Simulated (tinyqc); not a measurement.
Changing the doping gradient a: avalanche multiplication and breakdown of a junction from ionisation integrals. Computed by tinyqc, a small Python program. Command: `OMP_NUM_THREADS=1 python tinyqc.py 3007405 3007406 out.jsonl impact sweep`. One thread of a shared host (Intel(R) Xeon(R) Processor @ 2.30GHz), about 0.03 s of CPU time with the checks.

Ionisation coefficients follow the local field. Position x runs through the depletion layer from the p side (x = 0), where electrons enter, to the n side (x = w), where holes enter. The built-in voltage is neglected.

Inputs (values chosen for the exercise, modelled on silicon):
```
quantity,value,unit
electron prefactor a_n,705000,1/cm
electron field b_n,1.22e+06,V/cm
hole prefactor a_p,1.66e+06,1/cm
hole field b_p,2.07e+06,V/cm
exponent c,1,-
permittivity eps,11.7,-
```

Junction: linearly graded.

Constants: e = 1.602176634e-19 C; eps_0 = 8.8541878128e-12 F/m.

Method:
- alpha_n = a_n exp(-(b_n/F)^c), alpha_p = a_p exp(-(b_p/F)^c).
- Field F = F_m [1 - (2x/w - 1)^2], w = sqrt(8 eps eps_0 F_m/(e a)), V = (2/3) F_m w.
- With Phi(x) = int_0^x (alpha_n - alpha_p) dx': 1 - 1/M_n = I_n = int_0^w alpha_n exp(-Phi) dx and M_p = M_n exp(-Phi(w)); trapezoid rule on 401 even points; breakdown at I_n = 1.
- Solve I_n(F_m) = 1.

One run for each value:
```
doping gradient a (1/cm^4),breakdown voltage (V),critical field F_m (MV/cm),width at breakdown (micrometre)
9.60e+18,207.56,0.26202,11.882
3.00e+19,134.32,0.28660,7.030
9.60e+19,87.02,0.31623,4.128
3.00e+20,57.55,0.35092,2.460
9.60e+20,38.26,0.39390,1.457
3.00e+21,26.06,0.44587,0.877
9.60e+21,17.96,0.51269,0.526
3.00e+22,12.77,0.59717,0.321
9.60e+22,9.29,0.71180,0.196
```

Over the rows, breakdown voltage (V) falls from 208 to 9.29 (exponent d ln y / d ln x -0.38 between the first rows and -0.27 between the last); critical field F_m (MV/cm) rises from 0.262 to 0.712 (exponent d ln y / d ln x 0.079 between the first rows and 0.15 between the last); width at breakdown (micrometre) falls from 11.9 to 0.196 (exponent d ln y / d ln x -0.46 between the first rows and -0.42 between the last). At the low end the exponent of breakdown voltage is -0.38, close to -0.40: the a^(-2/5) rule of graded junctions.

Caution (rows 9.60e22): in a layer this thin the dead space before a carrier can ionise, and tunnelling, make the local model unreliable.
